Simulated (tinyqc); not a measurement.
All estimates against temperature: estimate of lattice thermal conductivity from elastic moduli (Slack, Klemens and Cahill formulas). Computed by tinyqc, a small Python program. Command: `OMP_NUM_THREADS=1 python tinyqc.py 3004658 3004659 out.jsonl slack walk`. One thread of a shared host (Intel(R) Xeon(R) Processor @ 2.30GHz), about 0.01 s of CPU time with the checks.

An isotropic solid.

Inputs (values chosen for the exercise, for a model crystal):
```
quantity                                value        unit
bulk modulus B                           23.9         GPa
shear modulus G                          11.7         GPa
volume per atom V                        9.41  angstrom^3
mean atomic mass M                       93.7           u
atoms per primitive cell n                  8           -
volume expansion coefficient alpha_V      365       ppm/K
temperature T                             900           K
disorder parameter Gamma              0.00023           -
grain size d                             4100          nm
```

Grueneisen parameter: from thermal expansion.

Constants: u = 1.6605390666e-27 kg; hbar = 1.054571817e-34 J s; k_B = 1.380649e-23 J/K; h = 6.62607015e-34 J s.

Method:
- rho = M/V; vL = sqrt((B + 4G/3)/rho), vT = sqrt(G/rho); v_m = [(vL^-3 + 2 vT^-3)/3]^(-1/3); Poisson ratio sigma = (3B - 2G)/(6B + 2G); Theta = hbar v_m (6 pi^2/V)^(1/3)/k_B.
- gamma = alpha_V B V/(3 k_B), with the classical heat capacity 3 k_B per atom.
- Slack, an estimate for T near or above Theta_a: kappa = A M Theta_a^3 delta n^(1/3)/(gamma^2 T) in W/(m K), with M in u, delta = V^(1/3) in angstrom, Theta_a = Theta n^(-1/3) and A = 2.43e-6/(1 - 0.514/gamma + 0.228/gamma^2).
- High-temperature forms with the classical heat capacity. Klemens: kappa/kappa_0 = arctan(u)/u, u^2 = pi^2 Theta V Gamma kappa_0/(h v_m^2). Grains: 1/kappa_poly = 1/kappa + 1/(C v_m d/3), C = 3 k_B/(n V), the acoustic branches alone.
- Cahill minimum: kappa_min = (pi/6)^(1/3) k_B V^(-2/3) sum over L, T, T of v (T/Theta_i)^2 int_0^(Theta_i/T) x^3 e^x/(e^x - 1)^2 dx, Theta_i = Theta v_i/v_m (64 Gauss-Legendre points).

Grueneisen parameter gamma = 1.98187

Debye temperature Theta = 132.327 K

v_m = 938.358 m/s

vL = 1545.61 m/s

vT = 841.189 m/s

acoustic Debye temperature Theta_a = 66.1635 K

Kappa (W/(m K)):
```
T (K)  perfect crystal  with point defects  polycrystal  minimum
200            0.44381             0.44349      0.44321  0.39073
300            0.29587             0.29573      0.29561  0.39743
400            0.22191             0.22183      0.22176  0.39983
550            0.16139             0.16134      0.16131  0.40129
750            0.11835             0.11833      0.11831  0.40206
1000           0.08876             0.08875      0.08874  0.40245
1300           0.06828             0.06827      0.06826  0.40266
1700           0.05221             0.05221      0.05220  0.40278
```

What does the comparison show, and why?

The perfect crystal follows 1/T. With point defects the exponent stays at -1.00 (the strong-disorder limit is -1/2), and with grains by less than the digits shown, at -1.00. The polycrystal estimate falls below the minimum from 300 K on, where it loses its meaning.

Extremes, crossings and ranges named in words are read from the listed rows.
